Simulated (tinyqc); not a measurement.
FinFET, parasitic resistance, capacitance and delay: two steps of the calculation.

Nf fins under one contact; each has gated perimeter p = 2 Hf + Wf and cross-section A = Hf Wf; contact width Wc = Nf pf, stack height Hs = Hf. Contact length Lc = CPP - Lg - 2 Lsp, shared by two neighbouring gates. Source and drain sides are equal. The formulas are first-order estimates, not field solutions.

Values chosen for this exercise; values close to those of silicon logic devices:
- T = 300 K (temperature)
- Nf = 2 (number of fins)
- Hf = 55 nm (fin height)
- Wf = 8 nm (fin width)
- pf = 34 nm (fin pitch)
- Lg = 18 nm (gate length)
- Lsp = 5 nm (spacer length)
- ks = 5.5 (relative permittivity of the spacer)
- Hc = 30 nm (gate height above the channel stack)
- Lov = 2 nm (gate overlap)
- Cinv = 2.4 uF/cm^2 (inversion capacitance)
- vx = 1.6e7 cm/s (injection velocity)
- mu = 310 cm^2/(V s) (apparent mobility)
- VT = 0.29 V (threshold at zero drain voltage)
- dl = 0.062 V/V (barrier lowering)
- n = 1.2 (subthreshold factor)
- Cw = 0.27 fF (wire load)
- Vdd = 0.75 V (supply voltage)

Constants: q = 1.602176634e-19 C, kB = 1.380649e-23 J/K, eps0 = 8.8541878128e-12 F/m, Vt = kB T/q. Results are converted to the units shown.

Task 1. Capacitances. With N fins: gate Cg = Cinv p N Lg; per side, plate Cp = ks eps0 [Wc (Hs + Hc) - N A]/Lsp, top fringe Cf = (2/pi) ks eps0 Wc ln(1 + Lg/(2 Lsp)), overlap Co = Cinv p N Lov. Cs = Cp + Cf + Co. An inverter of two such devices driving an equal one has the load CL = 2 (Cg + 2 Cs) + 4 Cs + Cw (its own drains counted twice for the Miller effect).

Wanted: Cg; Cp; Cf; Co; CL.

Result 1.

Cg = 101.95 aF
Cp = 47.724 aF
Cf = 2.1706 aF
Co = 11.328 aF
CL = 963.69 aF

The channel capacitance gives 21.2 % of CL, the parasitic parts 50.8 % and the wire 28.0 %.

Task 2. Fin currents at Vgs = Vdd, Vds = Vdd/2. One fin: I = p Q vx u/(1 + |u|^1.8)^(1/1.8), Q = Cinv n Vt ln(1 + exp((Vg' - VT + dl Vd')/(n Vt))), u = Vd' mu/(vx Lg), Vg' = Vgs - v, Vd' = Vds - 2 v, with the drop on each side v = Rc (sum of I) + Rx I. I(new) = I(out).

I at the start (uA): fin 1 0, fin 2 0
Rc = 127.01588 ohm
Rx = 54.545455 ohm

Give: drop v; I(out); I after iteration 1.

Result 2.

drop v (mV): fin 1 0, fin 2 0
I(out) (uA): fin 1 209.7, fin 2 209.7
I after iteration 1 (uA): fin 1 209.7, fin 2 209.7

tinyqc, about 0.04 s, one thread, Intel Xeon 2.30GHz (shared host): `OMP_NUM_THREADS=1 python tinyqc.py 2170170 2170171 out.jsonl`
